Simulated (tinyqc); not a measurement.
# One-sided p+-n junction, ionisation integral and breakdown, step by step

tinyqc, about 0.06 s, one thread, Intel Xeon 2.30GHz (shared host): `OMP_NUM_THREADS=1 python tinyqc.py 2120046 2120047 out.jsonl` Printed values are rounded.

A p+ layer at x < 0 and an n drift layer from x = 0. Depletion approximation, built-in voltage neglected. Local ionisation coefficients alpha_n = an exp(-(bn/E)^mx), alpha_p = ap exp(-(bp/E)^mx). Electrons move towards +x, holes towards x = 0.

Parameters, values chosen for the exercise; material values close to those of silicon:
- eps_r = 11.7 (relative permittivity)
- an = 7.11e5 1/cm (prefactor of the electron ionisation coefficient)
- bn = 1.22e6 V/cm (field constant for electrons)
- ap = 1.69e6 1/cm (prefactor of the hole ionisation coefficient)
- bp = 2.04e6 V/cm (field constant for holes)
- mx = 1 (exponent)
- N = 1.8e14 cm^-3 (donor density of the drift layer)
- V = 625 V (reverse voltage)
- fr = 0.5 (share of the depleted width that the grid covers)

Constants: q = 1.602176634e-19 C, eps0 = 8.8541878128e-14 F/cm where lengths are in cm. Results are converted to the units shown.

## Field and ionisation coefficients on a grid

W = sqrt(2 eps0 eps_r V/(q N)), peak field E0 = q N W/(eps0 eps_r), falling linearly to 0 at W. Grid: 12 equal steps from 0 to fr W.

W = 67.0086 um

```
point   x (um)  E (kV/cm)  alpha_n (1/cm)  alpha_p (1/cm)
0       0.0000    186.543         1026.99         30.0971
1       2.7920    178.770         772.811         18.7081
2       5.5841    170.998         566.702         11.1369
3       8.3761    163.225         403.466         6.31021
4      11.1681    155.453         277.654         3.37794
5      13.9601    147.680         183.703         1.69314
6      16.7522    139.907         116.090        0.785965
7      19.5442    132.135         69.5068        0.333353
8      22.3362    124.362         39.0312        0.127011
9      25.1282    116.589         20.2946       0.0425507
10     27.9203    108.817         9.61115       0.0121933
11     30.7123    101.044         4.05723      0.00288292
12     33.5043    93.2715         1.48340      5.35996e-4
```

## Ionisation integrals by the trapezoid rule

G(x) = integral from 0 to x of (alpha_n - alpha_p); I_n = integral of alpha_n exp(-G) (electrons injected at x = 0), I_p = integral of alpha_p exp(G(end) - G) (holes injected at the far edge); M = 1/(1 - I). All integrals by the trapezoid rule on the grid.

```
point         G  alpha_n exp(-G) (1/cm)
0      0.000000                 1026.99
1      0.244441                  605.22
2      0.427272                  369.65
3      0.560273                  230.40
4      0.654006                  144.37
5      0.717704                   89.62
6      0.759210                   54.33
7      0.784963                   31.70
8      0.800051                   17.54
9      0.808309                    9.04
10     0.812476                    4.27
11     0.814382                    1.80
12     0.815155                    0.66
```

I_n = 0.578443
I_p = 0.0276021
M_n = 2.37216
M_p = 1.02839

A grid of 1500 steps over the whole width gives I_n = 0.5666 and I_p = 0.02633; the coarse I_n is 2.1 % above and the coarse I_p 4.8 % above those values. Electrons multiply more: on this coarse grid M - 1 is 48.3 times as large for them.

## Breakdown voltage by secant steps

G(x) = integral from 0 to x of (alpha_n - alpha_p); I_n = integral of alpha_n exp(-G) (electrons injected at x = 0), I_p = integral of alpha_p exp(G(end) - G) (holes injected at the far edge); M = 1/(1 - I). Secant steps on ln I_n(V) = 0 with the integrals on a fine grid (1500 steps), from the points V = 700 and 852 V; stop when the step is below 1e-7 of V.

Course of the iteration:
```
step    V (V)       I_n  change of V (V)
1         852  0.975272             13.9
2     865.906  0.987779             13.4
3     879.323  0.998689             1.60
4     880.926  0.999920            0.104
5     881.031  0.999999          7.46e-4
6     881.031   1.00000          3.27e-7
```

Breakdown at 881.03 V, with a peak field of 221.5 kV/cm and W = 79.56 um. The integral for holes reaches 1 at the same voltage.
